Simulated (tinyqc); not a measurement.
# Worked calculation: thermal RC ladder, step response

Computed by the program tinyqc: `OMP_NUM_THREADS=1 python tinyqc.py 2520071 2520072 out.jsonl`, one thread of a shared Intel Xeon 2.30GHz, about 0.01 s for the whole run. Printed values are rounded.

A ladder of 2 nodes: R_i joins node i to node i + 1, the last R to the ambient; C_i is the heat capacity of node i; theta is the rise above ambient, zero at t = 0. d theta/dt = -A theta + b with b = (Pw/C_1, 0, ...), times in ms.

Inputs (values chosen for the exercise):

| symbol | value | unit | meaning |
|---|---|---|---|
| R | [0.8, 1.2] | K/W | resistances, junction to ambient |
| C | [0.85, 1.7] | mJ/K | heat capacities of the nodes |
| Pw | 11 | W | power at node 1 from t = 0 |
| dt | 0.38 | ms | time step |

## The rate matrix

A = C^(-1) K, K_ii = 1/R_(i-1) + 1/R_i (no first term for node 1), K_(i,i+1) = K_(i+1,i) = -1/R_i.

A (1/ms):
```
          node 1    node 2
node 1   1.47059  -1.47059
node 2  -0.73529   1.22549
```

## Time constants and Foster resistances

A = C^(-1) K, K_ii = 1/R_(i-1) + 1/R_i (no first term for node 1), K_(i,i+1) = K_(i+1,i) = -1/R_i. The time constants tau_k are the inverse eigenvalues of A; the rise of node 1 per watt is Z(t) = sum_k r_k (1 - exp(-t/tau_k)), with r_k = v_k1^2 tau_k/C_1 and v_k the unit eigenvectors of C^(-1/2) K C^(-1/2).

tau_k, rising (ms): 0.417519  3.32248
r_k (K/W): 0.274345  1.72566

The r_k add up to the sum of the R_i, 2.000 K/W; the slowest constant is 7.96 times the fastest.

## Step 1: one time step

theta at t = 0 (K): node 1 0.00000, node 2 0.00000

Explicit Euler: theta(new) = theta + dt (b - A theta).

theta after step 1 (K): node 1 4.91765, node 2 0.00000

## Step 2: one time step

As before.

theta after step 2 (K): node 1 7.08720, node 2 1.37405

## Step 3: one time step

As before.

theta after step 3 (K): node 1 8.81220, node 2 2.71442

## Course of the time stepping

Sixteen steps, against the exact rise Pw Z(t); the run counts as sound if the error in the last step is under 5 % of the exact rise. The time constants tau_k are the inverse eigenvalues of A; the rise of node 1 per watt is Z(t) = sum_k r_k (1 - exp(-t/tau_k)), with r_k = v_k1^2 tau_k/C_1 and v_k the unit eigenvectors of C^(-1/2) K C^(-1/2).

Course of the iteration:
```
step  t (ms)  theta_1 (K)  exact (K)  error (K)
1       0.38      4.91765    3.85471       1.06
2       0.76      7.08720    6.41023      0.677
3       1.14      8.81220    8.33434      0.478
4       1.52      10.3223    9.90754      0.415
5        1.9      11.6580    11.2532      0.405
6       2.28      12.8409    12.4302      0.411
7       2.66      13.8884    13.4708      0.418
8       3.04      14.8162    14.3951      0.421
9       3.42      15.6378    15.2180      0.420
10       3.8      16.3655    15.9514      0.414
11      4.18      17.0099    16.6052      0.405
12      4.56      17.5806    17.1883      0.392
13      4.94      18.0861    17.7084      0.378
14      5.32      18.5337    18.1722      0.362
15       5.7      18.9302    18.5859      0.344
16      6.08      19.2813    18.9549      0.326
```

The largest error is 1.1 K, at step 1; the last value is 1.7 % above the exact one. dt is 0.91 times the fastest time constant; explicit Euler is stable below 2.
